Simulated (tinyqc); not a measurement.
# Worked calculation: capacitance measurement on a leaky thin oxide: effects of series resistance and leakage

tinyqc, about 0.01 s, one thread, Intel Xeon 2.30GHz (shared host): `OMP_NUM_THREADS=1 python tinyqc.py 2022149 2022150 out.jsonl` Printed values are rounded.

The device is a capacitance C in parallel with a leakage conductance G, in series with Rs and Ls. An impedance meter reports either a parallel pair (Cp, Gp) from Y = 1/Z = Gp + i w Cp or a series pair (Cs, Rm) from Z = Rm + 1/(i w Cs); w = 2 pi f, dissipation D = Gp/(w |Cp|).

Values chosen for this exercise; values of the order met in thin-oxide MOS capacitors:
- eox = 7.37 (relative permittivity of the gate insulator (close to silicon nitride))
- tox = 5.3 nm (insulator thickness)
- A = 100 um^2 (gate area)
- zc = 0.48 nm (oxide-equivalent thickness added by the accumulation layer)
- zp = 0 nm (oxide-equivalent thickness added by gate depletion)
- Jg = 0.021 A/cm^2 (gate leakage current density, not matched to the thickness)
- Vs = 0.25 V (voltage for an e-fold rise of the leakage)
- Rs = 9.5 ohm (series resistance)
- Ls = 0 nH (series inductance)
- f = 2e5 Hz (measuring frequency)

Constants: eps0 = 8.8541878128e-14 F/cm where lengths are in cm. Results are converted to the units shown.

## True capacitance and conductance

EOT = 3.9 tox/eox; CET = EOT + zc + zp; C = 3.9 eps0 A/CET; G = Jg A/Vs.

EOT = 2.80461 nm
CET = 3.28461 nm
C = 1.05131 pF
G = 0.084 uS

## What the meter reports

Z = Rs + i w Ls + 1/(G + i w C).

Z = (0.47944-7.53891i) x 1e5 ohm
Cp = 1.05130 pF
Gp = 0.0840165 uS
Cs = 1.05556 pF
D = 0.0635955

Cp is within 0.01 % of C and Cs is 0.40 % above it; G Rs = 7.98e-7, w C Rs = 1.26e-5 and G/(w C) = 0.0636.
